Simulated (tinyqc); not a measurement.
What moves the magnetoresistance: exchange-split free-electron bands and tunnelling magnetoresistance.

Majority and minority bands E = c k^2/m -/+ Dx/2, c = hbar^2/2m0, so k_up = sqrt(m (EF + Dx/2)/c), k_dn = sqrt(m (EF - Dx/2)/c); n_s = k_s^3/(6 pi^2), D_s = m k_s/(4 pi^2 c).

Barrier: kappa = sqrt(mb phi/c), c = hbar^2/2m0. With a = k1/m, b = k2/m, w = kappa/mb, the transmission at normal incidence is T(k1, k2) = 4 a b w^2/[w^2 (a + b)^2 + (w^2 + a^2)(w^2 + b^2) sinh^2(kappa d)]. Parallel: G_P = T(up, up) + T(dn, dn); antiparallel: G_AP = 2 T(up, dn); TMR = (G_P - G_AP)/G_AP. Julliere: TMR = 2 P^2/(1 - P^2). Slonczewski factor: P_eff = P_k (w^2 - a_up a_dn)/(w^2 + a_up a_dn), P_k = (k_up - k_dn)/(k_up + k_dn).

Constants: hbar^2/2m0 = 3.80998211 eV angstrom^2.

Inputs chosen for the exercise:
- EF = 3.93 eV (Fermi energy above the mean band bottom)
- Dx = 6.75 eV (exchange splitting)
- m = 0.97 m0 (mass in the electrodes)
- phi = 2.32 eV (barrier height above EF)
- mb = 0.86 m0 (mass in the barrier)
- d = 17.5 angstrom (barrier thickness)

All results formed anew.

One parameter was then changed.

Results before and after:
```
case        P_k   P_eff  TMR (%)       G_P
base     0.5678  0.0740     1.10  5.42e-11
changed  0.5678  0.1351     3.72  7.84e-10
```

Which of these changes was made? (a) phi = 3.016 eV; (b) EF = 4.323 eV; (c) Dx = 7.088 eV; (d) mb = 0.688 m0; (e) m = 1.164 m0; (f) d = 19.5 angstrom.

Answer: (d) mb = 0.688 m0. Of the candidates, run in turn, only this one gives the changed row.

All candidates:
```
case                  P_k    P_eff  TMR (%)       G_P
base               0.5678   0.0740     1.10  5.42e-11
Dx = 7.088 eV      0.6297   0.1340     3.66  4.87e-11
EF = 4.323 eV      0.4805  -0.0077     0.01  6.16e-11
phi = 3.016 eV     0.5678   0.1456     4.33  1.55e-12
mb = 0.688 m0      0.5678   0.1351     3.72  7.84e-10
d = 19.5 angstrom  0.5678   0.0740     1.10  3.00e-12
m = 1.164 m0       0.5678   0.1241     3.13  5.41e-11
```

tinyqc: `OMP_NUM_THREADS=1 python tinyqc.py 1652219 1652220 out.jsonl`; about 0.01 s, one thread, shared Intel(R) Xeon(R) Processor @ 2.30GHz.
